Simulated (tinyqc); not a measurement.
Lattice vibrations of a chain, step by step. Computed by tinyqc, a small Python program that keeps every step. Command: `OMP_NUM_THREADS=1 python tinyqc.py 26026 26027 out.jsonl` (the two numbers bound the seeds that draw the settings). One thread of a shared host (Intel(R) Xeon(R) Processor @ 2.60GHz), about 0.01 s of CPU time with the checks.

## Dynamical matrix at q = 0.44

A chain moving along its axis:
```
atom,mass (u),spring to the next atom (eV/angstrom^2)
1,40.300000,3.100000
2,37.600000,15.100000
3,74.000000,2.200000
4,108.300000,15.000000
```

q is in units of 2 pi/a. A spring k from atom i to atom j, n cells on, adds k to Phi_ii and Phi_jj, -k exp(2 pi i q n) to Phi_ij and the conjugate to Phi_ji (for one atom a cell: 2k (1 - cos 2 pi q n)); D_ij = Phi_ij / sqrt(m_i m_j).

D(q) (eV/(angstrom^2 u)), lower triangle (Hermitian):
```
,1,2,3,4
1,0.449132
2,-0.079637,0.484043
3,0.000000,-0.286264,0.233784
4,0.211107-0.083583i,0.000000,-0.024575,0.158818
```

## Frequencies

omega^2 are the eigenvalues; wavenumber = 521.4708 sqrt(eigenvalue) 1/cm.

eigenvalues: 0.027348  0.046407  0.554926  0.697095

wavenumbers (1/cm): 86.2  112.3  388.5  435.4

weights |e|^2 of the mass-weighted modes:
```
,mode 1,mode 2,mode 3,mode 4
atom 1,0.199769,0.040922,0.615756,0.143553
atom 2,0.081711,0.225210,0.082896,0.610183
atom 3,0.140636,0.548970,0.083791,0.226603
atom 4,0.577884,0.184897,0.217558,0.019660
```

## Dispersion and heat capacity

C/k_B per atom = mean over q = (j + 1/2)/80, j = 0..39 and all branches of y^2 e^y/(e^y - 1)^2, y = hc wavenumber / k_B T.

Wavenumbers (1/cm):
```
q,branch 1,branch 2,branch 3,branch 4
0.000000,0.000000,146.396116,384.087103,437.682478
0.062500,13.291532,145.601248,384.255504,437.597985
0.125000,26.483643,143.239966,384.736632,437.354924
0.187500,39.471938,139.381106,385.461291,436.984146
0.250000,52.138983,134.137844,386.323870,436.535347
0.312500,64.334922,127.675998,387.195853,436.073280
0.375000,75.811629,120.268824,387.943292,435.670386
0.437500,85.889053,112.621241,388.447318,435.395091
0.500000,91.186073,108.132051,388.625238,435.297210
```

Heat capacity:
```
T (K),C/k_B per atom
20,0.111741
50,0.290731
100,0.472103
200,0.731392
300,0.855206
600,0.958763
1200,0.989328
```

zero-point energy per atom = 15.570008 meV
